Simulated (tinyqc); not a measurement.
Which input was changed? Model: four-point probe, van der Pauw, Hall and spreading-resistance readings of a semiconductor layer. Computed by tinyqc, a small Python program. Command: `OMP_NUM_THREADS=1 python tinyqc.py 3111424 3111425 out.jsonl probe which`. One thread of a shared host (Intel(R) Xeon(R) Processor @ 2.30GHz), about 0.05 s of CPU time with the checks.

The layer is uniform and ohmic; contacts are points unless a radius is given.

Inputs (values chosen for the exercise, modelled on p-type silicon):
```
quantity                                        value        unit
carrier density n                             1.4e+15      1/cm^3
drift mobility mu                                 469  cm^2/(V s)
layer thickness t                                1400  micrometre
probe spacing s                                     1          mm
current I                                         0.4          mA
side ratio a/b of the van der Pauw rectangle      1.5           -
magnetic field B                                  1.2           T
Hall factor r_H                                  0.74           -
```

Backing of the layer: insulating.

Constants: e = 1.602176634e-19 C.

Method:
- rho = 1/(e n mu); R_s = rho/t.
- Collinear probes with equal spacing on a layer with insulating backing: images at depth 2 m t give V = (rho I/(2 pi s)) G, G = 1 + 4 sum_(m>=1) [1/sqrt(1 + (2 m u)^2) - 1/sqrt(4 + (2 m u)^2)], u = t/s; the sum runs to m = 20000, with the tail 3/(32 u^3 M^2) added to the sum for M = 20000.
- Limits: thick, rho = 2 pi s V/I; thin on an insulator, rho = (pi/ln 2) t V/I.
- Thin rectangle with point contacts at the corners; for R_B current and voltage contacts lie along the two sides of length a, for R_A along those of length b: exp(-pi R_A/R_s) = (theta_4/theta_3)^4, exp(-pi R_B/R_s) = (theta_2/theta_3)^4 with q = exp(-pi a/b), theta_2 = 2 sum_(m>=0) q^((m + 1/2)^2), theta_3 = 1 + 2 sum_(m>=1) q^(m^2), theta_4 = 1 + 2 sum_(m>=1) (-1)^m q^(m^2).
- V_H = r_H I B/(e n t); apparent density n/r_H; Hall mobility r_H mu; Hall angle tan = r_H mu B (SI).

Problem. One of these inputs alone was changed, within the range given: drift mobility mu (234.5 to 938); layer thickness t (700 to 2800); current I (0.2 to 0.8); side ratio a/b of the van der Pauw rectangle (1.01 to 3). Which one, and to what value?

Results:
```
run     R_B (ohm)  rho by the thick formula (ohm cm)  Hall voltage (mV)
before   43.45696                           11.72738           1.131114
after    56.93105                           15.36353           1.131114
```

Solution.

Each candidate set to reproduce R_B, and what it then gives:
```
candidate                                     range searched  value needed  rho by the thick formula (ohm cm)  Hall voltage (mV)
drift mobility mu (cm^2/(V s))                  234.5 to 938         358.0                             15.364             1.1311
layer thickness t (micrometre)                   700 to 2800          1069                             13.659             1.4818
current I (mA)                                    0.2 to 0.8     no effect                                  -                  -
side ratio a/b of the van der Pauw rectangle       1.01 to 3         1.709                             11.727             1.1311
```

Only drift mobility mu fits every result: it went from 469 to 358 cm^2/(V s). The next best candidate, side ratio a/b of the van der Pauw rectangle, misses one result by 24 %.
